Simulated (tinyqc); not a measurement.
# Off-state leakage of single and stacked transistors: what changes with what

n-channel devices of unit width. Subthreshold current I(Vg, Vs, Vd) = I0 (T/300 K)^0.5 exp[(Vg - Vs - VT(T) - gb (Vs - Vb) + dd (Vd - Vs))/(nf Vt)] (1 - exp(-(Vd - Vs)/Vt)), VT(T) = VT - cT (T - 300 K). Gate-edge tunnelling Ig (Vd/1 V) exp(ag (Vd - 1 V)), for a gate at 0 V, and band-to-band leakage Ab u exp(-Bb/u), u = Vd - Vb + 1 V, flow at a drain held at V; both are taken as independent of T. In a stack of off transistors (all gates at 0 V) the same subthreshold current passes through each.

Inputs (values chosen for the exercise); values of the order met in bulk silicon logic transistors:
- T = 330 K (temperature)
- V = 1.2 V (supply voltage)
- VT = 0.4 V (threshold at 300 K, zero drain and body bias)
- cT = 0.9 mV/K (fall of the threshold with temperature)
- I0 = 0.16 uA/um (current at threshold at 300 K)
- nf = 1.34 (slope factor)
- dd = 0.1 (drain-induced lowering per volt)
- gb = 0.19 (rise of the threshold per volt of source-body bias)
- Ig = 2e-5 uA/um (gate-edge tunnelling current at 1 V)
- ag = 4.2 1/V (exponential slope of the gate current)
- Ab = 30 uA/(um V) (prefactor of band-to-band leakage at the drain)
- Bb = 26 V (its exponential voltage)
- Vb = 0 V (body voltage)

Constants: q = 1.602176634e-19 C, kB = 1.380649e-23 J/K, Vt = kB T/q. Results are converted to the units shown.

Each table varies one quantity; the others keep the values above.

## Subthreshold current against the height of the stack

All n gates at 0 V, bottom source at 0 V, top drain at V; node voltages follow from equal currents.

Subthreshold current against the height of the stack:
columns A: n; B: I (nA/um); C: reduction factor; D: drain voltage of the bottom device (mV); E: source voltage of the top device (mV); F: voltage across the top device (V)
```
A         B      C      D      E      F
1    0.2195  1.000   1200      0  1.200
2   0.01130  19.42  87.62  87.62  1.112
3  0.005509  39.84  22.79  108.8  1.091
4  0.003633  60.40  13.27  121.1  1.079
5  0.002709  81.02  9.373  129.8  1.070
6  0.002159  101.7  7.249  136.5  1.063
```

The second transistor cuts the current by a factor of 19.4, the third by a further 2.05 and the sixth by 1.25. The top device keeps 88.6 % of the supply at n = 6, while the drain voltage of the bottom one falls to 0.255 Vt.

## Leakage components against the threshold

Same model as above.

One transistor with Vg = Vs = 0, Vd = V; stack factor I(one)/I(two in series).

The same in every row: gate edge (nA/um) = 0.05559; band-to-band (nA/um) = 0.4864; stack factor = 19.42.

Result of one run:
```
VT (V)  subthreshold (nA/um)  total (nA/um)  largest part
0.6                 0.001153         0.5431  band-to-band
```

What becomes of these results when the threshold at 300 K, zero drain and body bias VT is changed from 0.6 to 0.25 V, all else the same?

Result of the changed run:
```
VT (V)  subthreshold (nA/um)  total (nA/um)  largest part
0.25                   11.24          11.79  subthreshold
```

The whole series:
```
VT (V)  subthreshold (nA/um)  total (nA/um)  largest part
0.15                   155.1          155.6  subthreshold
0.2                    41.76          42.30  subthreshold
0.25                   11.24          11.79  subthreshold
0.3                    3.027          3.569  subthreshold
0.35                  0.8151          1.357  subthreshold
0.4                   0.2195         0.7614  band-to-band
0.45                 0.05909         0.6011  band-to-band
0.5                  0.01591         0.5579  band-to-band
0.55                0.004284         0.5463  band-to-band
0.6                 0.001153         0.5431  band-to-band
```

As VT goes from 0.15 to 0.6, the total leakage falls from 156 to 0.543 nA/um. The subthreshold part leads at VT = 0.15, the band-to-band part from 0.4 on. The reduction by a stack of two stays at 19.4, for the subthreshold part alone. For VT = 0.15, 0.2, 0.25 the gate is within about 3 nf Vt of threshold, where the exponential law overstates the current.

tinyqc, about 0.04 s, one thread, Intel Xeon 2.30GHz (shared host): `OMP_NUM_THREADS=1 python tinyqc.py 2242168 2242169 out.jsonl`
